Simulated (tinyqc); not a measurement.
Pariser-Parr-Pople SCF with singles CI, for the molecule c1ccc2cccc-2cc1 (SMILES; centres numbered as the heavy atoms are written), step by step. One step of it, computed by the program tinyqc.

Problem. Singles CI, triplets. Over the 9 single excitations with the smallest orbital gaps: A = (e_a - e_i) delta - (ij|ab), with (pq|rs) = sum c_mp c_mq gamma_mn c_nr c_ns.

orbital energies (eV): -14.060141  -12.392622  -11.650458  -9.633841  -8.505266  -2.879534  -1.938984  0.954374  1.833741  2.319970

coefficients:
```
          MO1        MO2        MO3        MO4        MO5        MO6        MO7        MO8
1C   0.288963   0.509663   0.000000   0.345317   0.000000   0.503390   0.000000   0.499919
2C   0.299905   0.381641   0.381835   0.120225  -0.337109  -0.131507   0.467416  -0.439817
3C   0.341558   0.079816   0.491175  -0.263495  -0.115139  -0.436971  -0.385218   0.262418
4C   0.413831  -0.254270   0.280072  -0.308777   0.314008   0.334869  -0.174290  -0.016095
5C   0.245205  -0.310455   0.185767   0.295672   0.523927   0.039340   0.320550  -0.234308
6C   0.201312  -0.337835   0.000000   0.589456   0.000000  -0.320551   0.000000   0.339350
7C   0.245205  -0.310455  -0.185767   0.295672  -0.523927   0.039340  -0.320550  -0.234308
8C   0.413831  -0.254270  -0.280072  -0.308777  -0.314008   0.334869   0.174290  -0.016095
9C   0.341558   0.079816  -0.491175  -0.263495   0.115139  -0.436971   0.385218   0.262418
10C  0.299905   0.381641  -0.381835   0.120225   0.337109  -0.131507  -0.467416  -0.439817

           MO9       MO10
1C   -0.184881   0.000000
2C    0.198039   0.148601
3C   -0.218474  -0.311605
4C    0.237383   0.540908
5C   -0.446791  -0.297050
6C    0.529123   0.000000
7C   -0.446791   0.297050
8C    0.237383  -0.540908
9C   -0.218474   0.311605
10C   0.198039  -0.148601
```

repulsion gamma_rs (eV), lower triangle:
```
            1C         2C         3C         4C         5C         6C         7C         8C
1C   11.130000
2C    5.346553  11.130000
3C    3.773205   5.345136  11.130000
4C    3.243428   3.772577   5.344721  11.130000
5C    2.467651   2.830715   3.830358   5.346212  11.130000
6C    2.210308   2.369539   2.936591   4.046371   5.344818  11.130000
7C    2.467651   2.492411   2.921983   4.045936   4.045107   5.344818  11.130000
8C    3.243428   3.243355   3.772727   5.345539   4.045936   4.046371   5.346212  11.130000
9C    3.773205   3.243627   3.243332   3.772727   2.921983   2.936591   3.830358   5.344721
10C   5.346553   3.773721   3.243627   3.243355   2.492411   2.369539   2.830715   3.772577

            9C        10C
9C   11.130000
10C   5.345136  11.130000
```

Give: triplet CI matrix; triplet excitation energies.

Solution.

triplet CI matrix (eV), lower triangle:
```
         5>6      5>7      4>6     4>7      3>6      5>8      2>6     3>7
5>6   1.5402
5>7   0.0000   2.1724
4>6   0.0000  -0.1404   2.3530
4>7  -0.1404   0.0000   0.0000  3.6939
3>6   0.1111   0.0000   0.0000  0.2695   3.9893
5>8   0.2427   0.0000   0.0000  0.0827   0.3518   5.4218
2>6   0.0000   0.0215  -0.4769  0.0000   0.0000   0.0000   5.0131
3>7   0.0000   0.3795   0.2695  0.0000   0.0000   0.0000  -0.0471  4.8064
5>9  -0.1071   0.0000   0.0000  0.2739  -0.0177  -0.5080   0.0000  0.0000

        5>9
5>9  5.4364
```

triplet excitation energies (eV): 1.5099  2.0022  2.3642  3.5145  4.0150  4.8518  5.0501  5.1268  5.9919
